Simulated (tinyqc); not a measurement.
Physical sputtering: collision-cascade yield, angular dependence, faceting and resputtering in deposition: one step, computed by the program tinyqc.

Ions start collision cascades; atoms that reach the surface with more than U leave. The target is amorphous or fine-grained.

Task: Yield at normal incidence. gamma = 4 M1 M2/(M1 + M2)^2; threshold E_th = 6.7 U/gamma for M1 >= M2, else U (1 + 5.7 M1/M2)/gamma. eps = 0.03255 M2 E/(Z1 Z2 (M1 + M2) z), z = (Z1^(2/3) + Z2^(2/3))^(1/2), E in eV; s_n = 3.441 sqrt(eps) ln(eps + 2.718)/(1 + 6.355 sqrt(eps) + eps (6.882 sqrt(eps) - 1.708)); S_n = 84.78 Z1 Z2 M1 s_n/((M1 + M2) z) in eV angstrom^2; alpha = 0.249 (M2/M1)^0.56 + 0.0035 (M2/M1)^1.5 for M1 <= M2, else 0.0875 (M2/M1)^(-0.15) + 0.165 M2/M1; Y0 = 0.042 Q alpha S_n/U [1 - sqrt(E_th/E)]^2.5 (the electronic-loss factor of the full formula is dropped). Erosion rate = Y0 J/(e N); 1 cm^2 = 1e14 nm^2.

Inputs (values chosen for the exercise, modelled on argon ions on germanium):

| quantity | value | unit |
|---|---|---|
| ion Z1 | 18 | - |
| ion mass M1 | 39.95 | u |
| target Z2 | 32 | - |
| target mass M2 | 72.6 | u |
| surface binding energy U | 3.85 | eV |
| target density N | 44.2 | 1/nm^3 |
| fit factor Q | 0.58 | - |
| ion energy E | 4500 | eV |
| current density J | 0.51 | mA/cm^2 |

Constants: e = 1.602176634e-19 C.

Give: energy transfer factor gamma; threshold E_th; reduced energy eps; nuclear stopping S_n; alpha; yield Y0; erosion rate.

Result:

energy transfer factor gamma = 0.9158

threshold E_th = 17.39 eV

reduced energy eps = 0.03985

nuclear stopping S_n = 1301 eV angstrom^2

alpha = 0.3565

yield Y0 = 2.499 atoms per ion

erosion rate = 108.0 nm/min

The threshold factor is 0.852; the energy cost is 1800 eV per removed atom, 468 times U.
